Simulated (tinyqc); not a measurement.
Worked calculation: LCCD on RHF in the sto-3g basis, for H3-, spin multiplicity 1. The basis has no diffuse functions, so it cannot describe the extra electron: this is an exercise in the method, not the real anion. One step of it, computed by the program tinyqc.

Problem. Orthogonalisation. S = U s U^T; canonical form X = U s^(-1/2), so that X^T S X = 1. Each column of U has its largest component positive (the first on a tie).

overlap S:
```
          1H 1s     2H 1s     3H 1s
1H 1s  1.000000  0.565943  0.565943
2H 1s  0.565943  1.000000  0.171363
3H 1s  0.565943  0.171363  1.000000
```

Give: eigenvalues of S; X.

Solution.

eigenvalues of S: 0.2807  0.8286  1.8906

X:
```
             1        2       3
1H 1s   1.4038   0.0000  0.4861
2H 1s  -0.8920   0.7768  0.3825
3H 1s  -0.8920  -0.7768  0.3825
```
